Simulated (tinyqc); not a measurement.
Gupta-type many-body potential for a metal: one step, computed by the program tinyqc.

E_i = sum_j A exp(-p (r_ij/r0 - 1)) - xi rho_i^gamma, with rho_i = sum_j exp(-2 q (r_ij/r0 - 1)); gamma = 1/2 is the tight-binding second-moment form. The crystal is fcc unless stated; d is the neighbour distance and a fixed number of shells is kept.

Question. Equilibrium of the fcc crystal. fcc shells: d sqrt(k), k = 1..5, with 12, 6, 24, 12, 24 atoms; Omega = d^3/sqrt2. Equilibrium: dE/dd = 0; B = d^2 E''(d)/(9 Omega).

Inputs (values chosen for the exercise, modelled on nickel):
```
quantity                   value      unit
repulsion A               0.0372        eV
hopping xi                   1.1        eV
decay p                     16.8         -
decay q                     1.19         -
reference distance r0      2.491  angstrom
shells kept                    1         -
embedding exponent gamma     0.5         -
```

Constants: 1 eV/angstrom^3 = 160.2176634 GPa.

Give: neighbour distance d; lattice constant; cohesive energy E_c; bulk modulus B.

Answer.

neighbour distance d = 2.5713 angstrom

lattice constant = 3.6363 angstrom

cohesive energy E_c = 3.4074 eV

bulk modulus B = 107.49 GPa
